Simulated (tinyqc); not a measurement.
# Long-channel MOSFET, surface-potential model: effect of the acceptor density of the body

n-channel transistor on a uniformly doped p-type body, gradual-channel approximation, constant mobility, Boltzmann statistics, full ionisation. Potentials are counted from the neutral body; V is the electron quasi-Fermi potential, Vsb at the source and Vsb + Vds at the drain. Charges are magnitudes per area.

ni = sqrt(Nc Nv) exp(-Eg/(2 Vt)), Eg in volts; phiF = Vt ln(Na/ni); Cox = eps0 eox/tox; gamma = sqrt(2 q eps0 eps_r Na)/Cox. The surface potential psi at channel potential V solves Vgs + Vsb - Vfb - psi = gamma sqrt(G), G = psi - Vt + Vt exp((psi - 2 phiF - V)/Vt). Charge sheet: Qi = Cox gamma [sqrt(G) - sqrt(psi - Vt)]; I = mu (W/L) [integral of Qi dpsi from psi_0 to psi_L (drift) + Vt (Qi0 - QiL) (diffusion)], with psi_0 at V = Vsb and psi_L at V = Vsb + Vds. VT = Vfb + 2 phiF + gamma sqrt(2 phiF + Vsb), m = 1 + gamma/(2 sqrt(2 phiF + Vsb)). The swing is 20 mV/log10[I(VT - 0.14 V)/I(VT - 0.16 V)] of the charge-sheet current at the given Vds.

Parameters, values chosen for the exercise; material values close to those of silicon: temperature T = 293 K; band gap Eg = 1.11 eV; relative permittivity of the semiconductor eps_r = 11.9; conduction-band density of states at T Nc = 2.74e19 cm^-3; valence-band density of states at T Nv = 2.58e19 cm^-3; relative permittivity of the gate insulator eox = 21.5; insulator thickness tox = 21 nm; flat-band voltage Vfb = -0.74 V; channel mobility mu = 190 cm^2/(V s); gate width W = 5 um; gate length L = 1 um; source-body reverse bias Vsb = 0.5 V; gate-source voltage Vgs = -0.02 V; drain-source voltage Vds = 0.2 V.

Constants: q = 1.602176634e-19 C, kB = 1.380649e-23 J/K, Vt = kB T/q, eps0 = 8.8541878128e-14 F/cm where lengths are in cm. Results are converted to the units shown.

Results:
```
Na (cm^-3)  gamma (V^0.5)    VT (V)      m  swing (mV/decade)  I at Vgs, Vds (uA)
5.6e14            0.01517   -0.1581  1.007              59.45              0.4313
1.9e15            0.02794  -0.08239  1.013              59.76             0.07359
3.5e15            0.03792  -0.04040  1.018              60.02             0.02116
6.5e15            0.05168  0.006417  1.024              60.38            0.004864
1.2e16            0.07022   0.05859  1.032              60.86            9.205e-4
2.2e16            0.09507    0.1180  1.042              61.51            1.385e-4
```

Estimate the missing row, Na = 1e15 cm^-3.

Computed row:
```
Na (cm^-3)  gamma (V^0.5)   VT (V)      m  swing (mV/decade)  I at Vgs, Vds (uA)
1e15              0.02027  -0.1233  1.010              59.57              0.2107
```

With this row back in the table: As Na goes from 5.6e14 to 2.2e16 cm^-3, VT rises from -0.158 to 0.118 V, the swing rises from 59.4 to 61.5 mV a decade and the current falls from 0.431 to 1.39e-4 uA. The swing is 1.5 % above m Vt ln 10 in the first row and 1.5 % above it in the last. The gate voltage is below VT in 3 of the 7 rows.

Computed by the program tinyqc: `OMP_NUM_THREADS=1 python tinyqc.py 2360008 2360009 out.jsonl`, one thread of a shared Intel Xeon 2.30GHz, about 0.04 s for the whole run.
